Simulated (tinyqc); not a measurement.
G0W0 on RHF in the sto-3g basis, for BeH2, spin multiplicity 1, step by step. One step of it, computed by the program tinyqc.

Question. G0W0 on Hartree-Fock: HOMO. W(p,q,m) = sqrt2 sum_ia (pq|ia) (X+Y)_ia,m; Sigma_c(x) = sum_(i,m) W^2/(x - e_i + w_m) + sum_(a,m) W^2/(x - e_a - w_m); solve x = e_p + Sigma_c(x) by Newton steps; Z = 1/(1 - dSigma/dx); 1 hartree = 27.211386 eV.

orbital energies (hartree): MO1 -4.521329, MO2 -0.451433, MO3 -0.413904, MO4 0.212579, MO5 0.212579, MO6 0.444459, MO7 0.900677

Two-electron integrals over orbitals (pq|rs), unique and non-zero (hartree):
```
(11|11) 2.271539    (21|11) -0.195931   (21|21) 0.025983    (22|11) 0.482545
(22|21) -0.006355   (22|22) 0.397535    (31|11) -0.011794   (31|21) 0.001167
(31|22) -0.002237   (31|31) 0.005895    (32|11) 0.000091    (32|21) -0.001149
(32|22) -0.022668   (32|31) 0.013421    (32|32) 0.160942    (33|11) 0.451855
(33|21) -0.002856   (33|22) 0.404945    (33|31) 0.001481    (33|32) 0.018848
(33|33) 0.433264    (41|41) 0.015765    (42|41) 0.015185    (42|42) 0.048901
(43|41) 0.000951    (43|42) 0.002098    (43|43) 0.014422    (44|11) 0.569176
(44|21) -0.007875   (44|22) 0.366639    (44|31) -0.000458   (44|32) -0.000106
(44|33) 0.353128    (44|44) 0.449859    (51|51) 0.015765    (52|51) 0.015185
(52|52) 0.048901    (53|51) 0.000951    (53|52) 0.002098    (53|53) 0.014422
(54|54) 0.024249    (55|11) 0.569176    (55|21) -0.007875   (55|22) 0.366639
(55|31) -0.000458   (55|32) -0.000106   (55|33) 0.353128    (55|44) 0.401360
(55|55) 0.449859    (61|11) -0.184355   (61|21) 0.025055    (61|22) -0.006666
(61|31) 0.001699    (61|32) 0.000271    (61|33) -0.003836   (61|44) -0.004937
(61|55) -0.004937   (61|61) 0.024419    (62|11) 0.115667    (62|21) -0.006529
(62|22) -0.023665   (62|31) -0.000085   (62|32) 0.006776    (62|33) -0.045379
(62|44) 0.054680    (62|55) 0.054680    (62|61) -0.004258   (62|62) 0.078224
(63|11) 0.011214    (63|21) -0.000324   (63|22) 0.011229    (63|31) -0.002187
(63|32) -0.093023   (63|33) -0.014895   (63|44) 0.005474    (63|55) 0.005474
(63|61) -0.000392   (63|62) 0.002153    (63|63) 0.084114    (64|41) 0.016359
(64|42) 0.047184    (64|43) 0.003274    (64|64) 0.050718    (65|51) 0.016359
(65|52) 0.047184    (65|53) 0.003274    (65|65) 0.050718    (66|11) 0.474095
(66|21) -0.006681   (66|22) 0.393092    (66|31) -0.000076   (66|32) 0.003456
(66|33) 0.405154    (66|44) 0.365137    (66|55) 0.365137    (66|61) -0.006195
(66|62) -0.033213   (66|63) -0.005223   (66|66) 0.408989    (71|11) 0.002442
(71|21) -0.001086   (71|22) -0.002610   (71|31) 0.010886    (71|32) 0.019898
(71|33) 0.002562    (71|44) 0.000021    (71|55) 0.000021    (71|61) 0.000015
(71|62) 0.000367    (71|63) -0.001597   (71|66) 0.000607    (71|71) 0.020875
(72|11) -0.009940   (72|21) 0.000175    (72|22) 0.006943    (72|31) 0.003723
(72|32) -0.043132   (72|33) -0.002827   (72|44) -0.004194   (72|55) -0.004194
(72|61) 0.000384    (72|62) -0.008961   (72|63) 0.060736    (72|66) 0.000946
(72|71) 0.007523    (72|72) 0.057038    (73|11) 0.141785    (73|21) -0.004885
(73|22) -0.004410   (73|31) 0.000134    (73|32) 0.000160    (73|33) -0.020045
(73|44) 0.061082    (73|55) 0.061082    (73|61) -0.003381   (73|62) 0.073302
(73|63) 0.008874    (73|66) -0.025015   (73|71) 0.000745    (73|72) -0.003673
(73|73) 0.082816    (74|41) -0.000312   (74|42) -0.001824   (74|43) 0.013608
(74|64) -0.000674   (74|74) 0.016645    (75|51) -0.000312   (75|52) -0.001824
(75|53) 0.013608    (75|65) -0.000674   (75|75) 0.016645    (76|11) 0.000952
(76|21) -0.000819   (76|22) -0.018480   (76|31) 0.010953    (76|32) 0.141108
(76|33) 0.018599    (76|44) -0.000236   (76|55) -0.000236   (76|61) 0.000290
(76|62) 0.005277    (76|63) -0.094377   (76|66) 0.004606    (76|71) 0.016489
(76|72) -0.054298   (76|73) -0.001145   (76|76) 0.139905    (77|11) 0.572601
(77|21) -0.008759   (77|22) 0.424342    (77|31) -0.000817   (77|32) -0.006380
(77|33) 0.441253    (77|44) 0.389028    (77|55) 0.389028    (77|61) -0.008633
(77|62) -0.033580   (77|63) 0.001766    (77|66) 0.431733    (77|71) -0.000219
(77|72) 0.004109    (77|73) -0.008098   (77|76) -0.004167   (77|77) 0.483369
```

excitation energies w (hartree): 0.654534  0.654534  0.755299  0.755299  0.982237  0.997997  1.479660  1.502757  4.765390  4.765390  5.014399  5.463619

X + Y:
```
             1          2          3          4          5          6          7          8
1>4   0.000001  -0.000297  -0.012197  -0.000010   0.000000   0.000000   0.000000   0.000000
1>5  -0.000297  -0.000001   0.000010  -0.012197   0.000000   0.000000   0.000000   0.000000
1>6   0.000000   0.000000   0.000000   0.000000  -0.000120   0.002364   0.000760   0.003336
1>7   0.000000   0.000000   0.000000   0.000000   0.002576   0.000134  -0.005191   0.001133
2>4   0.000075  -0.038179   0.936938   0.000732   0.000000   0.000000   0.000000   0.000000
2>5  -0.038179  -0.000075  -0.000732   0.936938   0.000000   0.000000   0.000000   0.000000
2>6   0.000000   0.000000   0.000000   0.000000  -0.146912   0.902205   0.043453   0.199069
2>7   0.000000   0.000000   0.000000   0.000000  -0.258421  -0.007680   0.884867  -0.291719
3>4  -0.001920   0.977632   0.034521   0.000027   0.000000   0.000000   0.000000   0.000000
3>5   0.977632   0.001920  -0.000027   0.034521   0.000000   0.000000   0.000000   0.000000
3>6   0.000000   0.000000   0.000000   0.000000   0.900427   0.141401   0.166349  -0.027007
3>7   0.000000   0.000000   0.000000   0.000000   0.008016  -0.303577   0.286391   0.856021

            9        10         11         12
1>4  0.000000  0.996680   0.000000   0.000000
1>5  0.996680  0.000000   0.000000   0.000000
1>6  0.000000  0.000000   0.995139   0.000063
1>7  0.000000  0.000000  -0.000069   0.996180
2>4  0.000000  0.001816   0.000000   0.000000
2>5  0.001816  0.000000   0.000000   0.000000
2>6  0.000000  0.000000  -0.000640   0.000045
2>7  0.000000  0.000000   0.000091   0.001460
3>4  0.000000  0.000107   0.000000   0.000000
3>5  0.000107  0.000000   0.000000   0.000000
3>6  0.000000  0.000000  -0.000056  -0.000179
3>7  0.000000  0.000000  -0.000781   0.000140
```

Give: The 12 largest terms at x = e_p; Newton steps; quasiparticle energy of the HOMO; Hartree-Fock value.

Answer.

The 12 largest terms at x = e_p (hartree; W for the signs of X + Y given):

| q | m | W | term |
|---|---|---|---|
| 2 | 5 | -0.1040 | 0.0106 |
| 7 | 8 | 0.1221 | -0.0053 |
| 6 | 7 | 0.0995 | -0.0042 |
| 6 | 5 | 0.0846 | -0.0039 |
| 2 | 7 | -0.0755 | 0.0038 |
| 3 | 6 | -0.0523 | 0.0027 |
| 7 | 6 | 0.0598 | -0.0015 |
| 3 | 8 | -0.0353 | 0.0008 |
| 7 | 7 | 0.0355 | -4.52e-04 |
| 2 | 8 | 0.0235 | 3.58e-04 |
| 5 | 1 | 0.0198 | -3.07e-04 |
| 4 | 2 | 0.0198 | -3.07e-04 |

Newton steps (hartree):

| step | x | Sigma_c(x) | Z |
|---|---|---|---|
| 0 | -0.4139 | 0.0026 | 0.9766 |
| 1 | -0.4114 | 0.0025 | 0.9766 |
| 2 | -0.4114 | 0.0025 | 0.9766 |

quasiparticle energy of the HOMO = -11.1945 eV

Hartree-Fock value = -11.2629 eV
